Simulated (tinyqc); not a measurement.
Off-state leakage of single and stacked transistors: one step of the calculation.

n-channel devices of unit width. Subthreshold current I(Vg, Vs, Vd) = I0 (T/300 K)^0.5 exp[(Vg - Vs - VT(T) - gb (Vs - Vb) + dd (Vd - Vs))/(nf Vt)] (1 - exp(-(Vd - Vs)/Vt)), VT(T) = VT - cT (T - 300 K). Gate-edge tunnelling Ig (Vd/1 V) exp(ag (Vd - 1 V)), for a gate at 0 V, and band-to-band leakage Ab u exp(-Bb/u), u = Vd - Vb + 1 V, flow at a drain held at V; both are taken as independent of T. In a stack of off transistors (all gates at 0 V) the same subthreshold current passes through each.

Task. New Vx. Stack of two, Vx the node between them: I_low = I(0, 0, Vx), I_up = I(0, Vx, V), f = ln(I_up/I_low), f' = -(1 + gb + 2 dd)/(nf Vt) - 1/(Vt (exp(Vx/Vt) - 1)) - 1/(Vt (exp((V - Vx)/Vt) - 1)), Vx(new) = Vx - f/f'.

Values chosen for this exercise; values of the order met in bulk silicon logic transistors:
- T = 378 K (temperature)
- V = 0.9 V (supply voltage)
- VT = 0.46 V (threshold at 300 K, zero drain and body bias)
- cT = 0.7 mV/K (fall of the threshold with temperature)
- I0 = 0.79 uA/um (current at threshold at 300 K)
- nf = 1.46 (slope factor)
- dd = 0.16 (drain-induced lowering per volt)
- gb = 0.09 (rise of the threshold per volt of source-body bias)
- Vb = -0.6 V (body voltage)

Constants: q = 1.602176634e-19 C, kB = 1.380649e-23 J/K, Vt = kB T/q. Results are converted to the units shown.

Vx at the start = 0.102 V

Give: I_low; I_up; f; f'; Vx after iteration 1.

Result.

I_low = 0.07624 nA/um
I_up = 0.08003 nA/um
f = 0.04842
f' = -31.05 1/V
Vx after iteration 1 = 0.1036 V

tinyqc, about 0.03 s, one thread, Intel Xeon 2.30GHz (shared host): `OMP_NUM_THREADS=1 python tinyqc.py 2242042 2242043 out.jsonl`
